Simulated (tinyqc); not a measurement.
Against doping: dopants and charged point defects at anneal temperature: Fermi-level effect, clustering and pairing. Computed by tinyqc, a small Python program. Command: `OMP_NUM_THREADS=1 python tinyqc.py 3006146 3006147 out.jsonl pairing walk`. One thread of a shared host (Intel(R) Xeon(R) Processor @ 2.30GHz), about 0.02 s of CPU time with the checks.

Boltzmann statistics and full ionisation of active dopants. Energies are counted from the valence band; the defect (a vacancy or self-interstitial) has five charge states, with all degeneracy factors one.

Inputs (values chosen for the exercise, for a model semiconductor):
```
quantity                                         value   unit
gap at 0 K E_g0                                  0.813     eV
Varshni alpha                                 0.000443   eV/K
Varshni beta                                       197      K
electron mass m_e                                0.257    m_0
valleys M_c                                          4      -
hole mass m_h                                    0.406    m_0
anneal temperature T                               810      K
total dopant density N                         4.5e+18  cm^-3
formation enthalpy of the neutral defect H_f      2.34     eV
formation entropy S_f                              8.9    k_B
site density N_s                                 3e+22  cm^-3
dopant atoms per cluster k                           3      -
cluster binding energy E_b                        1.58     eV
```

Dopant: acceptor. Second part: clustering of the dopant.

defect levels as fractions of E_g(T): (2+/+), (+/0), (0/-), (-/2-): 0.04  0.21  0.49  0.61

Constants: m_0 = 9.1093837015e-31 kg; k_B = 1.380649e-23 J/K; h = 6.62607015e-34 J s; k_B = 8.617333262e-05 eV/K.

Method:
- E_g = E_g0 - alpha T^2/(T + beta).
- N_c = 2 M_c (2 pi m_e k_B T/h^2)^(3/2) and N_v = 2 (2 pi m_h k_B T/h^2)^(3/2), masses in units of m_0.
- n_i = sqrt(N_c N_v) exp(-E_g/2 k_B T); E_i = E_g/2 + (k_B T/2) ln(N_v/N_c).
- p = A/2 + sqrt(A^2/4 + n_i^2) for an active density A.
- k ionised dopants and k carriers form one neutral cluster: C = N_s (A/N_s)^k (p/N_b)^k exp(E_b/k_B T), N_b the effective density of states of the majority band, and N = A + k C (60 bisections in ln A between ln N - 90 and ln N).
- chi = n/n_i (for acceptors n_i/p); E_F = E_i + k_B T ln chi; field enhancement h = 1 + A/sqrt(A^2 + 4 n_i^2).
- C_0 = N_s exp(S_f/k_B) exp(-H_f/k_B T). Ratios to the neutral state at E_F = E_i: r_+ = exp((E(+/0) - E_i)/k_B T), r_2+ = r_+ exp((E(2+/+) - E_i)/k_B T), r_- = exp((E_i - E(0/-))/k_B T), r_2- = r_- exp((E_i - E(-/2-))/k_B T); at other E_F state q scales as chi^(-q). The enhancement is sum r_q chi^(-q)/sum r_q. The charge on the defects is left out of neutrality.
- chi = n/n_i; h = 1 + A/sqrt(A^2 + 4 n_i^2); the dopant diffusivity over its intrinsic value is D/D_i = enhancement x h x A/N, if every charge state carries the dopant equally well.

E_g = 0.524368 eV

k_B T = 0.0698004 eV

n_i = 9.55424e+17 cm^-3

E_i = 0.237741 eV

effective density of states N_b of the majority band = 2.88009e+19 cm^-3

neutral defects C_0 = 6.06712e+11 cm^-3

Charge states:
```
state  ratio r  intrinsic (cm^-3)  doped (cm^-3)
2+     0.00720        4.36727e+09    5.75230e+10
+      0.16067        9.74803e+10    3.53779e+11
0      1.00000        6.06712e+11    6.06712e+11
-      0.75952        4.60812e+11    1.26972e+11
2-     0.23419        1.42087e+11    1.07875e+10
```

Trend at the anneal temperature:
```
N (cm^-3)  active A (cm^-3)      chi  defect enhancement  mean charge   D/D_i
2.90e+16         2.9000e+16  0.98494              0.9927     -0.47744  1.0078
7.90e+16         7.9000e+16  0.95951              0.9806     -0.46088  1.0211
2.20e+17         2.1999e+17  0.89148              0.9495     -0.41461  1.0581
6.00e+17         5.9955e+17  0.73431              0.8865     -0.29474  1.1510
1.70e+18         1.6602e+18  0.45588              0.8244     -0.01228  1.3331
4.60e+18         3.2345e+18  0.27332              0.8833      0.28176  1.1558
1.30e+19         4.4666e+18  0.20492              0.9812      0.44866  0.6471
3.50e+19         5.5309e+18  0.16787              1.0856      0.56559  0.3337
9.60e+19         6.6828e+18  0.14016              1.2138      0.67212  0.1657
```

Well below n_i = 9.55e17 cm^-3 chi and the enhancement are near 1. At any doping d ln(enhancement)/d ln chi equals minus the mean charge, which goes from -0.48 to +0.67 over the rows. The defect density first falls, because doping removes the states with the sign of the ionised dopant before it feeds the opposite ones. Clustering bends A over: its exponent in N falls to 0.19, towards 1/(2k) = 0.167, and D/D_i peaks at N = 1.7e18 cm^-3.

Extremes, crossings and ranges named in words are read from the listed rows.
